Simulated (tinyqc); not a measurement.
From results back to parameters: Shockley-Read-Hall recombination through one deep level. Three cases, with inputs chosen for the exercise.

Problem. Deep-level transient spectroscopy: the emission rate is en = gam sigma T^2 exp(-dE/kB T), dE = Ec - Et. Two rates were computed from hidden dE and sigma.

Constants: kB = 8.617333262e-05 eV/K.

Find: ln(en/T^2) at T1 and T2; dE; sigma.

Method. ln(en/T^2) against 1/T is a line of slope -dE/kB and intercept ln(gam sigma); plotting ln en alone would overstate dE by about 2 kB T.

Case 1.

Values chosen (out of a larger set: gap and densities of states near those of Si at this temperature; not measured data): gam = 7.8e+21 1/(cm^2 s K^2) (vth Nc/T^2, which does not depend on T); T1 = 285 K; T2 = 330 K.

en(T1) = 4.86713 1/s
en(T2) = 171.756 1/s

Solution.

ln(en/T^2) at T1 and T2: -9.7225  -6.4521

dE = 0.589 eV
sigma = 2.0e-16 cm^2

Case 2.

Values chosen (out of a larger set: gap and densities of states near those of Si at this temperature; not measured data): gam = 7.3e+21 1/(cm^2 s K^2) (vth Nc/T^2, which does not depend on T); T1 = 310 K; T2 = 349 K.

en(T1) = 247.496 1/s
en(T2) = 4581.59 1/s

Solution.

ln(en/T^2) at T1 and T2: -5.9617  -3.2803

dE = 0.641 eV
sigma = 9.3e-15 cm^2

Case 3.

Values chosen (out of a larger set: gap and densities of states near those of Si at this temperature; not measured data): gam = 5.7e+21 1/(cm^2 s K^2) (vth Nc/T^2, which does not depend on T); T1 = 317 K; T2 = 371 K.

en(T1) = 14.8131 1/s
en(T2) = 665.236 1/s

Solution.

ln(en/T^2) at T1 and T2: -8.8223  -5.3323

dE = 0.655 eV
sigma = 6.7e-16 cm^2

Computed by tinyqc, one run a case: `OMP_NUM_THREADS=1 python tinyqc.py N N+1 out.jsonl` with N = 1681097, 1681127, 1681160; one thread of a shared Intel(R) Xeon(R) Processor @ 2.30GHz, about 0.01 s a run at most.
